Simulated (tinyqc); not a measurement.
Pariser-Parr-Pople SCF with singles CI, for the molecule C=Cc1ccccc1 (SMILES; centres numbered as the heavy atoms are written), step by step. Computed by tinyqc, a small Python program that keeps every step. Settings: charge = 0, gamma = Ohno, start = core, damping = 0, iteration cap = 90, excitations kept = 9. Command: `OMP_NUM_THREADS=1 python tinyqc.py 26107 26108 out.jsonl` (the two numbers bound the seeds that draw the settings). One thread of a shared host (Intel(R) Xeon(R) Processor @ 2.60GHz), about 0.03 s of CPU time with the checks. Later iterations appear only in the table of the cycle.

## PPP integrals

Centres (angstrom, eV; a flat drawing with bonds scaled to 1.40 angstrom):
```
centre,x,y,core charge z,W,gamma_rr
1C,-2.879000,0.438000,1,11.160000,11.130000
2C,-1.930000,-0.591000,1,11.160000,11.130000
3C,-0.564000,-0.283000,1,11.160000,11.130000
4C,0.385000,-1.311000,1,11.160000,11.130000
5C,1.751000,-1.003000,1,11.160000,11.130000
6C,2.167000,0.333000,1,11.160000,11.130000
7C,1.218000,1.362000,1,11.160000,11.130000
8C,-0.148000,1.054000,1,11.160000,11.130000
```

Resonance integrals (eV):
```
i,j,beta
1,2,-2.390000
2,3,-2.390000
3,4,-2.390000
4,5,-2.390000
5,6,-2.390000
6,7,-2.390000
7,8,-2.390000
8,3,-2.390000
```

Ohno: gamma = 14.399645/sqrt(R^2 + a^2), a = 2 x 14.399645/(gamma_rr + gamma_ss); H_rr = -W_r - sum_(s != r) z_s gamma_rs; H_rs = beta for bonds.

repulsion gamma_rs (eV):
```
,1C,2C,3C,4C,5C,6C,7C,8C
1C,11.130000,7.554442,5.239560,3.670975,2.869206,2.763701,3.276624,4.668999
2C,7.554442,11.130000,7.553010,5.240060,3.670163,3.276624,3.669614,5.238699
3C,5.239560,7.553010,11.130000,7.556581,5.240060,4.668999,5.238699,7.553212
4C,3.670975,5.240060,7.556581,11.130000,7.553010,5.239840,4.668753,5.240168
5C,2.869206,3.670163,5.240060,7.553010,11.130000,7.555992,5.240168,4.669089
6C,2.763701,3.276624,4.668999,5.239840,7.555992,11.130000,7.554442,5.239560
7C,3.276624,3.669614,5.238699,4.668753,5.240168,7.554442,11.130000,7.553010
8C,4.668999,5.238699,7.553212,5.240168,4.669089,5.239560,7.553010,11.130000
```

core matrix H (eV):
```
,1C,2C,3C,4C,5C,6C,7C,8C
1C,-41.203506,-2.390000,0.000000,0.000000,0.000000,0.000000,0.000000,0.000000
2C,-2.390000,-47.362612,-2.390000,0.000000,0.000000,0.000000,0.000000,0.000000
3C,0.000000,-2.390000,-54.210122,-2.390000,0.000000,0.000000,0.000000,-2.390000
4C,0.000000,0.000000,-2.390000,-50.329386,-2.390000,0.000000,0.000000,0.000000
5C,0.000000,0.000000,0.000000,-2.390000,-47.957686,-2.390000,0.000000,0.000000
6C,0.000000,0.000000,0.000000,0.000000,-2.390000,-47.459157,-2.390000,0.000000
7C,0.000000,0.000000,0.000000,0.000000,0.000000,-2.390000,-48.361310,-2.390000
8C,0.000000,0.000000,-2.390000,0.000000,0.000000,0.000000,-2.390000,-51.322737
```

## Starting guess

pi electrons, sum of z_r less the charge = 8

Orbitals of the core matrix H.

P at the start:
```
,1C,2C,3C,4C,5C,6C,7C,8C
1C,0.051534,0.179635,0.138126,-0.135335,-0.008773,0.108241,0.034480,-0.133293
2C,0.179635,0.652585,0.662704,-0.387406,-0.051886,0.309022,0.078213,-0.391754
3C,0.138126,0.662704,1.633989,0.265255,-0.082530,-0.069431,-0.084530,0.225090
4C,-0.135335,-0.387406,0.265255,1.455657,0.680166,-0.103215,-0.278536,0.052503
5C,-0.008773,-0.051886,-0.082530,0.680166,0.760015,0.595015,0.263183,-0.216550
6C,0.108241,0.309022,-0.069431,-0.103215,0.595015,1.002299,0.701447,-0.176747
7C,0.034480,0.078213,-0.084530,-0.278536,0.263183,0.701447,0.827144,0.562844
8C,-0.133293,-0.391754,0.225090,0.052503,-0.216550,-0.176747,0.562844,1.616776
```

## Iteration 1: Fock matrix

F_rr = H_rr + P_rr gamma_rr / 2 + sum_(s != r) P_ss gamma_rs; F_rs = H_rs - P_rs gamma_rs / 2; E = tr P (H + F) / 2 + core repulsion sum_(r<s) z_r z_s gamma_rs.

F (eV):
```
,1C,2C,3C,4C,5C,6C,7C,8C
1C,-6.872076,-3.068521,-0.361860,0.248406,0.012586,-0.149574,-0.056489,0.311172
2C,-3.068521,-5.793757,-4.892703,1.015015,0.095216,-0.506274,-0.143506,1.026141
3C,-0.361860,-4.892703,-3.710911,-3.392209,0.216232,0.162087,0.221414,-3.240077
4C,0.248406,1.015015,-3.392209,-2.946319,-4.958649,0.270414,0.650208,-0.137562
5C,0.012586,0.095216,0.216232,-4.958649,-2.171845,-4.637963,-0.689561,0.505546
6C,-0.149574,-0.506274,0.162087,0.270414,-4.637963,-3.881683,-5.039521,0.463037
7C,-0.056489,-0.143506,0.221414,0.650208,-0.689561,-5.039521,-2.072637,-4.515584
8C,0.311172,1.026141,-3.240077,-0.137562,0.505546,0.463037,-4.515584,-3.648700
```

pi energy = -93.926234 eV

## Iteration 1: orbitals and new P

Diagonalise F (the basis is taken as orthonormal) and form P = 2 sum c c over the lowest orbitals.

orbital energies (eV): -11.937157  -10.809258  -7.693851  -7.643220  -4.203809  2.167708  3.160506  5.861155

P after iteration 1:
```
,1C,2C,3C,4C,5C,6C,7C,8C
1C,1.063499,0.798685,-0.026716,-0.342960,-0.015769,0.280207,0.016848,-0.400856
2C,0.798685,0.967245,0.595691,0.002418,-0.068639,-0.016966,-0.033102,0.008936
3C,-0.026716,0.595691,1.053315,0.527199,0.028591,-0.266695,-0.012947,0.539950
4C,-0.342960,0.002418,0.527199,1.016430,0.706194,0.033153,-0.301503,-0.115982
5C,-0.015769,-0.068639,0.028591,0.706194,0.900527,0.625452,0.057752,-0.301816
6C,0.280207,-0.016966,-0.266695,0.033153,0.625452,1.028490,0.675579,0.023697
7C,0.016848,-0.033102,-0.012947,-0.301503,0.057752,0.675579,0.896718,0.661165
8C,-0.400856,0.008936,0.539950,-0.115982,-0.301816,0.023697,0.661165,1.073776
```

## Iteration 2: Fock matrix

As before.

F (eV):
```
,1C,2C,3C,4C,5C,6C,7C,8C
1C,-5.350039,-5.406812,0.069990,0.629499,0.022622,-0.387204,-0.027602,0.935798
2C,-5.406812,-5.073045,-4.639631,-0.006334,0.125958,0.027796,0.060736,-0.023405
3C,0.069990,-4.639631,-5.460879,-4.381909,-0.074910,0.622600,0.033912,-4.429179
4C,0.629499,-0.006334,-4.381909,-5.736860,-5.056943,-0.086857,0.703820,0.303884
5C,0.022622,0.125958,-0.074910,-5.056943,-5.664601,-4.752955,-0.151314,0.704603
6C,-0.387204,0.027796,0.622600,-0.086857,-4.752955,-6.178570,-4.941812,-0.062082
7C,-0.027602,0.060736,0.033912,0.703820,-0.151314,-4.941812,-5.474690,-4.886893
8C,0.935798,-0.023405,-4.429179,0.303884,0.704603,-0.062082,-4.886893,-5.666023
```

pi energy = -105.545277 eV

## Iteration 2: orbitals and new P

As before.

orbital energies (eV): -14.938082  -12.667792  -11.395950  -9.790291  -1.156223  -0.026856  1.601648  3.768839

P after iteration 2:
```
,1C,2C,3C,4C,5C,6C,7C,8C
1C,1.018257,0.886132,0.004455,-0.265532,-0.011038,0.217506,-0.005866,-0.310554
2C,0.886132,0.981217,0.458765,0.003548,-0.056378,-0.001217,-0.027298,0.003714
3C,0.004455,0.458765,1.002206,0.580380,0.014045,-0.301608,0.007685,0.601203
4C,-0.265532,0.003548,0.580380,1.014730,0.700551,-0.003722,-0.317268,-0.031266
5C,-0.011038,-0.056378,0.014045,0.700551,0.964076,0.637629,0.010834,-0.312652
6C,0.217506,-0.001217,-0.301608,-0.003722,0.637629,1.038877,0.673517,0.000014
7C,-0.005866,-0.027298,0.007685,-0.317268,0.010834,0.673517,0.954386,0.665341
8C,-0.310554,0.003714,0.601203,-0.031266,-0.312652,0.000014,0.665341,1.026251
```

## Convergence

Stop when output and input P, before any damping, agree to 1e-7.

Course of the cycle:
```
iteration,E (eV),largest |P(out) - P(in)|
1,-93.92623363,1.01e+00
2,-105.54527682,1.37e-01
3,-106.18293646,6.96e-02
4,-106.30905849,3.33e-02
5,-106.33702683,1.56e-02
6,-106.34336688,7.25e-03
7,-106.34487166,3.37e-03
8,-106.34525710,1.56e-03
9,-106.34536657,7.30e-04
10,-106.34540141,3.87e-04
11,-106.34541370,2.44e-04
...,...,...
21,-106.34542159,3.86e-06
22,-106.34542159,2.57e-06
23,-106.34542159,1.71e-06
24,-106.34542159,1.14e-06
25,-106.34542159,7.61e-07
26,-106.34542159,5.07e-07
27,-106.34542159,3.38e-07
28,-106.34542159,2.25e-07
29,-106.34542159,1.50e-07
30,-106.34542159,1.00e-07
31,-106.34542159,6.67e-08
```

Converged in 31 iterations.

## Converged orbitals

Charges are z - P_rr.

orbital energies (eV): -14.943274  -12.700841  -11.291392  -10.335373  -0.854627  0.101392  1.510841  3.753274

coefficients:
```
,MO1,MO2,MO3,MO4,MO5,MO6,MO7,MO8
1C,0.148503,0.434338,0.011416,0.537743,0.537743,0.011416,-0.434337,0.148503
2C,0.279453,0.534430,-0.002200,0.369169,-0.369169,0.002200,0.534430,-0.279453
3C,0.486847,0.324806,-0.018752,-0.396396,-0.396396,-0.018752,-0.324806,0.486847
4C,0.397960,0.012099,0.491662,-0.315833,0.315833,-0.491661,0.012099,-0.397960
5C,0.348066,-0.313649,0.508959,0.146409,0.146409,0.508959,0.313649,0.348066
6C,0.328143,-0.462823,0.016681,0.421710,-0.421709,-0.016681,-0.462823,-0.328143
7C,0.346089,-0.327837,-0.490386,0.179630,0.179630,-0.490386,0.327837,0.346089
8C,0.394785,-0.005803,-0.507923,-0.293471,0.293471,0.507923,-0.005803,-0.394785
```

pi charges: 1C 0.000000, 2C 0.000000, 3C 0.000000, 4C 0.000000, 5C 0.000000, 6C 0.000000, 7C 0.000000, 8C 0.000000

## Singles CI, singlets

Over the 9 single excitations with the smallest orbital gaps: A = (e_a - e_i) delta + 2 (ia|jb) - (ij|ab), with (pq|rs) = sum c_mp c_mq gamma_mn c_nr c_ns. f = 2/3 w |mu|^2 in atomic units, mu = sqrt2 sum c_ia sum_m c_mi c_ma R_m.

singlet CI matrix (eV):
```
,4>5,3>5,4>6,3>6,2>5,4>7,3>7,2>6,1>5
4>5,4.976132,-0.132790,-0.132790,-0.601058,-0.133824,0.133824,-0.018442,0.018442,0.307023
3>5,-0.132790,5.913343,0.777080,0.006944,-0.103609,0.135208,-0.512151,-0.583735,0.052621
4>6,-0.132790,0.777080,5.913343,0.006944,-0.135208,0.103609,0.583735,0.512151,-0.053588
3>6,-0.601058,0.006944,0.006944,6.318799,0.591382,-0.591382,-0.008854,0.008854,0.182037
2>5,-0.133824,-0.103609,-0.135208,0.591382,7.214116,0.207307,-0.017750,0.010684,-0.236506
4>7,0.133824,0.135208,0.103609,-0.591382,0.207307,7.214116,0.010684,-0.017750,-0.206973
3>7,-0.018442,-0.512151,0.583735,-0.008854,-0.017750,0.010684,7.941505,-0.312911,-0.086953
2>6,0.018442,-0.583735,0.512151,0.008854,0.010684,-0.017750,-0.312911,7.941505,-0.006101
1>5,0.307023,0.052621,-0.053588,0.182037,-0.236506,-0.206973,-0.086953,-0.006101,8.910930
```

singlet excitation energies (eV): 4.695622  4.722745  5.847774  6.730900  7.358433  7.680468  8.036529  8.255555  9.015762

oscillator strengths: 0.340832  0.008986  0.518839  0.854456  0.001112  0.750667  0.000004  0.538615  0.047747

## Singles CI, triplets

Over the 9 single excitations with the smallest orbital gaps: A = (e_a - e_i) delta - (ij|ab), with (pq|rs) = sum c_mp c_mq gamma_mn c_nr c_ns.

triplet CI matrix (eV):
```
,4>5,3>5,4>6,3>6,2>5,4>7,3>7,2>6,1>5
4>5,3.307944,-0.041208,-0.041208,-0.210459,-0.359002,0.359002,0.053862,-0.053862,0.211106
3>5,-0.041208,4.925804,-0.210459,0.018724,-0.022262,0.053862,-1.109783,0.013897,0.088365
4>6,-0.041208,-0.210459,4.925804,0.018724,-0.053862,0.022262,-0.013897,1.109783,-0.017844
3>6,-0.210459,0.018724,0.018724,4.245722,0.013897,-0.013897,-0.014010,0.014010,0.250151
2>5,-0.359002,-0.022262,-0.053862,0.013897,5.803495,1.617928,0.026899,-0.033965,-0.548478
4>7,0.359002,0.053862,0.022262,-0.013897,1.617928,5.803495,-0.033965,0.026899,0.104999
3>7,0.053862,-1.109783,-0.013897,-0.014010,0.026899,-0.033965,7.327709,0.300885,-0.067536
2>6,-0.053862,0.013897,1.109783,0.014010,-0.033965,0.026899,0.300885,7.327709,-0.025518
1>5,0.211106,0.088365,-0.017844,0.250151,-0.548478,0.104999,-0.067536,-0.025518,8.151778
```

triplet excitation energies (eV): 3.042903  4.150295  4.269834  4.448654  4.722080  7.313075  7.485765  8.026097  8.360756
